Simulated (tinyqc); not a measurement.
Worked calculation: tight binding, dimerised chain. One step of it, computed by the program tinyqc.

Task: Levels at k. Diagonalise the Hermitian matrix.

H(k) at k (eV):
```
                     A                    B
A             0.500000  -0.459463+1.617811i
B  -0.459463-1.617811i            -0.500000
```

Give: eigenvalues; weights |c|^2 of the basis functions.

Result:

eigenvalues (eV): -1.7545  1.7545

weights |c|^2 of the basis functions:
```
   band 1  band 2
A  0.3575  0.6425
B  0.6425  0.3575
```
